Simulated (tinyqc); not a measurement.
Surface photovoltage measurement of the minority-carrier diffusion length in a wafer: one step, computed by the program tinyqc. Command: `OMP_NUM_THREADS=1 python tinyqc.py 3130539 3130540 out.jsonl spv walk`. One thread of a shared host (Intel(R) Xeon(R) Processor @ 2.30GHz), about 0.01 s of CPU time with the checks.

Low injection, steady light, a depletion layer much thinner than 1/alpha and L. The excess density dn is taken at the front edge of the neutral region; light that reaches the back is lost.

Problem. The linear plot. alpha = (84.732/lambda - 76.417)^2 per cm with lambda in micrometre (an empirical fit for silicon between 0.7 and 1.05 micrometre). Thick wafer: dn = Phi L/((S_f + D/L)(L + 1/alpha)). Finite wafer, with s = S_b L/D, w = W/L, a = alpha L: dn = [Phi a/(a^2 - 1)] [a - B - exp(-alpha W)(a - s)/(cosh w + s sinh w)]/(S_f + B D/L), B = (sinh w + s cosh w)/(cosh w + s sinh w). Readings y = (Phi/dn) (1 + noise x g) at 780, 830, 880, 920, 950, 975 and 995 nm; a least-squares line y = c (1/alpha + L_app) gives L_app = intercept/slope.

Inputs (values chosen for the exercise, modelled on p-type silicon at room temperature):

| quantity | value | unit |
|---|---|---|
| diffusion length L | 340 | micrometre |
| wafer thickness W | 525 | micrometre |
| diffusivity D | 26.3 | cm^2/s |
| front recombination velocity S_f | 170 | cm/s |
| back recombination velocity S_b | 11000 | cm/s |
| photon flux entering | 2.6e+12 | 1/(cm^2 s) |
| relative noise of each reading | 1 | % |

normal deviates g for the noise: -0.79  -0.50  0.56  0.25  0.36  -0.58  -2.07

Give: the table «Readings» with the columns 1/alpha (micrometre), y (cm/s), line (cm/s), for lambda (nm) = 780, 830, 880, 920, 950, 975, 995; slope; apparent length L_app; error of L_app (rounded to 0.001).

Solution.

Readings:

| lambda (nm) | 1/alpha (micrometre) | y (cm/s) | line (cm/s) |
|---|---|---|---|
| 780 | 9.6 | 1030 | 1037 |
| 830 | 15.2 | 1051 | 1056 |
| 880 | 25.3 | 1096 | 1089 |
| 920 | 40.7 | 1143 | 1140 |
| 950 | 61.3 | 1215 | 1209 |
| 975 | 90.9 | 1308 | 1307 |
| 995 | 130.9 | 1435 | 1440 |

slope = 3.317 cm/(s micrometre)

apparent length L_app = 303.1 micrometre

error of L_app (rounded to 0.001) = -10.85 %

Without noise the error would be -16.1 %, from the finite thickness at W/L = 1.5. S_f scales all readings alike and leaves L_app unchanged.
